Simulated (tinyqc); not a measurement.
Plane-wave Kohn-Sham cycle with exchange-only LDA in a layered model solid, step by step. One step of it, computed by the program tinyqc.

Problem. Iteration 2: levels at that k. Diagonalise the Hermitian matrix.

H (hartree), order -2, -1, +0, +1, +2:
```
[[0.073688, -0.172345, 0.001499, -0.000119, -0.000014],
 [-0.172345, -0.112047, -0.172345, 0.001499, -0.000119],
 [0.001499, -0.172345, -0.149194, -0.172345, 0.001499],
 [-0.000119, 0.001499, -0.172345, -0.037753, -0.172345],
 [-0.000014, -0.000119, 0.001499, -0.172345, 0.222277]]
```

Give: eigenvalues.

Solution.

eigenvalues (hartree): [-0.3867, -0.1728, 0.0252, 0.2044, 0.3269]
